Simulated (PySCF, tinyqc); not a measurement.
RHF in the sto-3g basis, for H3+, spin multiplicity 1, step by step. The lowest restricted solution is unstable here: a spin-polarised one lies 0.0033 hartree lower (PySCF). One step of it, computed by the program tinyqc.

Task: Iteration 2: building the Fock matrix. J_ij = sum D_kl (ij|kl), K_ij = sum D_kl (ik|jl); F = H + J - 0.5 K; E = tr D H + tr D J / 2 - 0.25 tr D K + E_nn.

D after iteration 1, order 1H 1s, 2H 1s, 3H 1s:
$$\begin{pmatrix}
0.741493 & 0.428678 & 0.428678 \\
0.428678 & 0.247831 & 0.247831 \\
0.428678 & 0.247831 & 0.247831
\end{pmatrix}$$

core Hamiltonian H = T + V (hartree), order 1H 1s, 2H 1s, 3H 1s:
$$\begin{pmatrix}
-1.385188 & -0.701757 & -0.701757 \\
-0.701757 & -1.159807 & -0.140416 \\
-0.701757 & -0.140416 & -1.159807
\end{pmatrix}$$

Two-electron integrals (ij|kl) in chemists' order, unique and non-zero (hartree):
```
(11|11) 0.774606   (21|11) 0.253007   (21|21) 0.110781   (22|11) 0.437495
(22|21) 0.253007   (22|22) 0.774606   (31|11) 0.253007   (31|21) 0.077392
(31|22) 0.132457   (31|31) 0.110781   (32|11) 0.043853   (32|21) 0.016430
(32|22) 0.033408   (32|31) 0.016430   (32|32) 0.002892   (33|11) 0.437495
(33|21) 0.132457   (33|22) 0.233652   (33|31) 0.253007   (33|32) 0.033408
(33|33) 0.774606
```

nuclear repulsion = 1.16971090 hartree

Give: Coulomb J; exchange K; Fock matrix F; total energy of this density.

Result:

Coulomb J (hartree), order 1H 1s, 2H 1s, 3H 1s:
$$\begin{pmatrix}
1.247 & 0.453 & 0.453 \\
0.453 & 0.921 & 0.079 \\
0.453 & 0.079 & 0.921
\end{pmatrix}$$

exchange K (hartree), order 1H 1s, 2H 1s, 3H 1s:
$$\begin{pmatrix}
1.101 & 0.578 & 0.578 \\
0.578 & 0.522 & 0.260 \\
0.578 & 0.260 & 0.522
\end{pmatrix}$$

Fock matrix F (hartree), order 1H 1s, 2H 1s, 3H 1s:
$$\begin{pmatrix}
-0.689 & -0.538 & -0.538 \\
-0.538 & -0.500 & -0.192 \\
-0.538 & -0.192 & -0.500
\end{pmatrix}$$

total energy of this density = -1.15612 hartree
